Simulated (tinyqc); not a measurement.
## Transit time and capacitance from two cut-off frequencies

Question. 1/(2 pi fT) = tauF + Vt C/JC, C the sum of the junction capacitances per area. Find C, tauF and the limit of fT at high current.

Inputs (values chosen for the exercise):
```
symbol  value  unit      meaning
T         400     K  temperature
```

Constants: q = 1.602176634e-19 C, kB = 1.380649e-23 J/K, Vt = kB T/q. Results are converted to the units shown.

JC (mA/um^2): [0.018, 0.54]
fT (GHz): [15.353094, 171.95832]

Solution. The delay is a straight line in 1/JC with slope Vt C and intercept tauF.

C = 5.10 fF/um^2
tauF = 0.600 ps
limit of fT = 265 GHz

Program tinyqc, `OMP_NUM_THREADS=1 python tinyqc.py 2320025 2320026 out.jsonl`; Intel Xeon 2.30GHz, shared host, one thread, about 0.01 s.
